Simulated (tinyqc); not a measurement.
Binding against position: donor or exciton in a quantum well (variational effective-mass method). Computed by tinyqc, a small Python program. Command: `OMP_NUM_THREADS=1 python tinyqc.py 3016733 3016734 out.jsonl welldonor walk`. One thread of a shared host (Intel(R) Xeon(R) Processor @ 2.30GHz), about 0.2 s of CPU time with the checks.

H = -nabla^2 - 2/|r - r_i| + V(z) in effective units; trial function psi = f(z) exp(-|r - r_i|/lambda), f the ground state of the well. Mass and screening are the same in well and barrier; l = L/a* is the width in effective units. Bands are flat: no polarisation or applied field.

Inputs (values chosen for the exercise, for a model semiconductor):

| quantity | value | unit |
|---|---|---|
| electron mass m | 0.085 | m_0 |
| dielectric constant eps | 13.6 | - |
| well width L | 10 | nm |
| barrier height V_0 | 0.15 | eV |

Centre: donor. Barriers: finite.

Constants: Ry = 13.605693123 eV; a_0 = 0.529177210903 angstrom.

Method:
- Ry* = Ry m/eps^2, a* = a_0 eps/m; l = L/a*.
- k solves k tan(k l/2) = sqrt(v - k^2), v = V_0/Ry*, 0 < k l/2 < pi/2 (bisection); f = cos(k z) inside and cos(k l/2) exp(-kappa (|z| - l/2)) outside, kappa = sqrt(v - k^2); subband energy k^2 Ry*.
- Binding E_b(lambda) = -1/lambda^2 + 4 A/(lambda B), with A = int f^2 exp(-2 s/lambda) dz, B = int f^2 exp(-2 s/lambda)(1 + 2 s/lambda) dz and s = |z - z_i|; 40 Gauss-Legendre points on each piece between the walls at z = -l/2 and l/2 and z_i, and out to 12/(kappa + 1/lambda) beyond the walls.
- Each row maximises over lambda (golden section, 0.3 to 4).

l = 1.18108

Ry* = 6.25262 meV

Against position:

| z_i/L | lambda (a*) | binding (Ry*) | binding (meV) |
|---|---|---|---|
| 0.0 | 0.9028 | 1.9033 | 11.901 |
| 0.1 | 0.9126 | 1.8634 | 11.651 |
| 0.2 | 0.9453 | 1.7491 | 10.936 |
| 0.3 | 1.0106 | 1.5779 | 9.866 |
| 0.4 | 1.1182 | 1.3817 | 8.639 |
| 0.5 | 1.2646 | 1.1971 | 7.485 |

From the centre to the wall the binding falls from 11.901 to 7.485 meV, 63 % of the centre value, since the walls keep the electron away from an off-centre ion; uniform doping thus gives a band of levels 4.416 meV wide, with a peak in its density at the centre value, where the slope vanishes.

Extremes, crossings and ranges named in words are read from the listed rows.
